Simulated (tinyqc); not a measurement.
Inside a calculation. Method: Hubbard ring of 6 sites. One step of it, computed by the program tinyqc.

Problem. Mean-field iteration 1. H(up) = T + U n(down), H(down) = T + U n(up); fill the lowest levels; n(new) = n + mixing (n(out) - n); E = tr T (rho up + rho down) + U sum n_up n_down of the output.

one-body matrix (hopping and site energies) (eV):
```
,1,2,3,4,5,6
1,-0.410000,-1.560000,0.000000,0.000000,0.000000,-1.560000
2,-1.560000,0.620000,-1.560000,0.000000,0.000000,0.000000
3,0.000000,-1.560000,0.500000,-1.560000,0.000000,0.000000
4,0.000000,0.000000,-1.560000,-0.990000,-1.560000,0.000000
5,0.000000,0.000000,0.000000,-1.560000,0.640000,-1.560000
6,-1.560000,0.000000,0.000000,0.000000,-1.560000,-0.210000
```

U = 10.600000 eV

electrons, up and down: 3  3

mixing = 1

n(up) at the start (a guess, not normalised): 1 0.550000, 2 0.450000, 3 0.550000, 4 0.450000, 5 0.550000, 6 0.450000

n(down) at the start (a guess): 1 0.450000, 2 0.550000, 3 0.450000, 4 0.550000, 5 0.450000, 6 0.550000

Give: levels, up; levels, down; energy; n(up) after iteration 1; n(down) after iteration 1.

Solution.

levels, up (eV): 2.1185  3.3139  4.0946  6.5616  7.3047  8.5567

levels, down (eV): 2.0072  3.1649  4.0180  6.7333  7.4258  8.6008

energy = 3.0943 eV

n(up) after iteration 1: 1 0.6685, 2 0.3204, 3 0.5452, 4 0.5303, 5 0.5177, 6 0.4179

n(down) after iteration 1: 1 0.4127, 2 0.5806, 3 0.2938, 4 0.7631, 5 0.2683, 6 0.6815
